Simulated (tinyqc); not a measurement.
What moves the results: pi bands of a honeycomb layer in tight binding. A value that a table varies takes the place of the one given here.

Lattice vectors a (1,0) and a (1/2, sqrt3/2); f = exp(i ky a/sqrt3) + 2 cos(kx a/2) exp(-i ky a/(2 sqrt3)), w = |f|. H = [[D - t2 F, -t f], [., -D - t2 F]] with F = w^2 - 3, S = [[1, s0 f], [., 1]]; the levels solve det(H - E S) = 0. K = (4 pi/3a, 0), M = (pi/a, pi/(sqrt3 a)); w = 3, 1, 0 at Gamma, M, K.

Values chosen for the exercise (of the size used for hexagonal BN; not measured data): a = 2.5 angstrom (lattice constant); t = 2.59 eV (nearest hopping); t2 = 0 eV (second-neighbour hopping); s0 = 0 (overlap of neighbours); D = 2.86 eV (+D on A, -D on B).

## How far the cone holds

Upper and lower levels at distance q from K towards Gamma (-x) and towards M (+x), measured from 3 t2; cone: sqrt(D^2 + (hbar v q)^2), hbar v = (sqrt3/2) a (t + 3 t2 s0).

Levels (eV):

| q (1/angstrom) | cone | upper, to Gamma | lower, to Gamma | upper, to M | lower, to M |
|---|---|---|---|---|---|
| 0.02 | 2.8622 | 2.8622 | -2.8622 | 2.8622 | -2.8622 |
| 0.05 | 2.8737 | 2.8742 | -2.8742 | 2.8732 | -2.8732 |
| 0.10 | 2.9145 | 2.9181 | -2.9181 | 2.9104 | -2.9104 |
| 0.15 | 2.9811 | 2.9928 | -2.9928 | 2.9673 | -2.9673 |
| 0.20 | 3.0720 | 3.0978 | -3.0978 | 3.0396 | -3.0396 |
| 0.30 | 3.3181 | 3.3916 | -3.3916 | 3.2125 | -3.2125 |
| 0.40 | 3.6346 | 3.7775 | -3.7775 | 3.3973 | -3.3973 |
| 0.60 | 4.4158 | 4.7184 | -4.7184 | 3.7098 | -3.7098 |

How do the results move?

At q = 0.2 the upper band lies +26 meV from the cone towards Gamma and -32 meV towards M; half their difference, 29 meV, is the trigonal warping, steeper towards Gamma, and their mean, -3 meV, comes from the bending of the band. All four values stay within 5 % of the cone up to q = 0.3. Upper and lower bands are mirror images.

## What each parameter does

Gap at K, difference at M, and the two levels at Gamma, from (e - E)^2 - D^2 - (t + s0 E)^2 w^2 = 0, e = -t2 (w^2 - 3). Each row changes one parameter from the base and keeps the others.

Results:

| case | gap at K (eV) | difference at M (eV) | lower at Gamma (eV) | upper at Gamma (eV) |
|---|---|---|---|---|
| base | 5.7200 | 7.7169 | -8.2796 | 8.2796 |
| t = 2.7195 eV | 5.7200 | 7.8931 | -8.6453 | 8.6453 |
| t2 = 0.05 eV | 5.7200 | 7.7169 | -8.5796 | 7.9796 |
| s0 = 0.03 | 5.7200 | 7.7220 | -7.6382 | 9.0482 |
| D = 2.96 eV | 5.9200 | 7.8663 | -8.3147 | 8.3147 |
| a = 2.55 angstrom | 5.7200 | 7.7169 | -8.2796 | 8.2796 |

What does this show?

The largest shifts from the base row, up to three for each result and ties (the steps differ in size, so this ranks the rows, not the parameters). gap at K (eV): D +0.2000; unchanged at the printed digits by t, t2, s0 and a. difference at M (eV): t +0.1762, D +0.1494, s0 +0.0050; unchanged at the printed digits by t2 and a. lower at Gamma (eV): s0 +0.6414, t -0.3656, t2 -0.3000; unchanged at the printed digits by a. upper at Gamma (eV): s0 +0.7686, t +0.3656, t2 -0.3000; unchanged at the printed digits by a. At points fixed by symmetry a drops out; the gap at K is 2D whatever the hoppings.

Computed by tinyqc, a small Python program: `OMP_NUM_THREADS=1 python tinyqc.py 1482724 1482725 out.jsonl` (the numbers bound the seed that draws the inputs); one thread of a shared host (Intel(R) Xeon(R) Processor @ 2.30GHz), about 0.01 s for the whole set of steps.
